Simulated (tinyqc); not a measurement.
Energies of the polytypes: polytypes and stacking faults of a tetrahedral semiconductor in an axial Ising model with couplings up to third neighbours. Computed by tinyqc, a small Python program. Command: `OMP_NUM_THREADS=1 python tinyqc.py 3019447 3019448 out.jsonl polytype walk`. One thread of a shared host (Intel(R) Xeon(R) Processor @ 2.30GHz), about 0.01 s of CPU time with the checks.

Each double layer has s = +1 or -1 for the sense of its stacking step; E per pair of atoms = E0 - sum_n J_n <s_i s_(i+n)>, n = 1, 2, 3. Hexagonality h = (1 - <s_i s_(i+1)>)/2.

Inputs (values chosen for the exercise, of the order of those of SiC for J, a, G and the gaps):
```
quantity   value      unit
J1          2.55  meV/pair
J2         -3.12  meV/pair
J3         -0.26  meV/pair
gap of 3C   2.39        eV
gap of 4H   3.26        eV
```

Method. E - E(3C) = sum_n J_n (1 - C_n), C_n = <s_i s_(i+n)>. The gap is taken linear in h between 3C (h = 0) and 4H (h = 1/2), a rough rule, with a dash beyond.

correlations of the repeat units 3C (+), 2H (+-), 4H (++--), 6H (+++---), 15R (+++--), 8H (++++----), 21R (++++---), 9R (++-):
```
        n = 1     n = 2     n = 3
3C    1.00000   1.00000   1.00000
2H   -1.00000   1.00000  -1.00000
4H    0.00000  -1.00000   0.00000
6H    0.33333  -0.33333  -1.00000
15R   0.20000  -0.60000  -0.60000
8H    0.50000   0.00000  -0.50000
21R   0.42857  -0.14286  -0.71429
9R   -0.33333  -0.33333   1.00000
```

Polytypes:
```
polytype       h  E - E(3C) (meV/pair)  gap by the linear rule (eV)
3C        0.0000                0.0000                       2.3900
2H        1.0000                4.5800                            -
4H        0.5000               -3.9500                       3.2600
6H        0.3333               -2.9800                       2.9700
15R       0.4000               -3.3680                       3.0860
8H        0.2500               -2.2350                       2.8250
21R       0.2857               -2.5543                       2.8871
9R        0.6667               -0.7600                            -
```

E(2H) - E(3C) = 4.58 meV/pair

E(4H) - E(3C) = -3.95 meV/pair

E(6H) - E(3C) = -2.98 meV/pair

The lowest is 4H, 0.582 meV/pair below 15R. J1/|J2| = 0.82: for J3 = 0 and J2 < 0 the ground state is 2H below -2, 4H between -2 and 2, and 3C above 2; at 2 itself all periods with bands of two or more layers are degenerate. Four or more polytypes lie within 1.5 meV/pair, so small a spread that growth kinetics and seeds can decide.

Extremes, crossings and ranges named in words are read from the listed rows.
